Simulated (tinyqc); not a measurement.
Raman shift of the zone-centre optical phonon of a diamond-structure crystal under stress: one step, computed by the program tinyqc. Command: `OMP_NUM_THREADS=1 python tinyqc.py 3000990 3000991 out.jsonl ramanstress walk`. One thread of a shared host (Intel(R) Xeon(R) Processor @ 2.30GHz), about 0.01 s of CPU time with the checks.

Axes x, y, z are the cube axes. Strain shifts the threefold optical mode and can split it; p, q and r are the phonon deformation potentials.

Task: Stress and strain tensors. Equal biaxial stress in the plane normal to the axis (unit vector n): sigma_ij = sigma (delta_ij - n_i n_j). eps_xx = S11 sigma_xx + S12 (sigma_yy + sigma_zz), and cyclic; eps_xy = S44 sigma_xy/2 (tensor strain).

Inputs (values chosen for the exercise, modelled on silicon): stress sigma (tension positive) = 2.9 GPa.

Stress state: biaxial. Axis: [111].

S44 = 12.52035 1/TPa

S11 = 7.683301 1/TPa

S12 = -2.143743 1/TPa

Give: stress; strain; volume strain.

Result:

stress (GPa):
```
,x,y,z
x,1.933,-0.967,-0.967
y,-0.967,1.933,-0.967
z,-0.967,-0.967,1.933
```

strain (per mille):
```
,x,y,z
x,6.565,-6.052,-6.052
y,-6.052,6.565,-6.052
z,-6.052,-6.052,6.565
```

volume strain = 19.70 per mille

Caution: strains above about 1 % call for terms beyond linear order.
